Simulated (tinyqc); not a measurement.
Radius, Mott density and mass from the binding energy.

Problem. A donor has the isolated binding energy E0 = cc Ry, Ry = (m0 q^3/(8 eps0^2 h^2)) me/eps_r^2 in eV, radius a = q/(8 pi eps0 eps_r E0) and Mott density (0.26/a)^3. Find a, the Mott density and me.

Parameters, values chosen for the exercise:

| symbol | value | unit | meaning |
|---|---|---|---|
| eps_r | 11.1 |  | relative permittivity |
| cc | 1 |  | ratio of the true binding energy to the hydrogenic one |

Constants: q = 1.602176634e-19 C, eps0 = 8.8541878128e-12 F/m, h = 6.62607015e-34 J s, m0 = 9.1093837015e-31 kg. Results are converted to the units shown.

E0 = 33.459338 meV

Solution. Each follows directly from E0.

a = 1.94 nm
Mott density = 2.41e18 cm^-3
me = 0.303 m0

Program tinyqc, `OMP_NUM_THREADS=1 python tinyqc.py 2330090 2330091 out.jsonl`; Intel Xeon 2.30GHz, shared host, one thread, about 0.01 s.
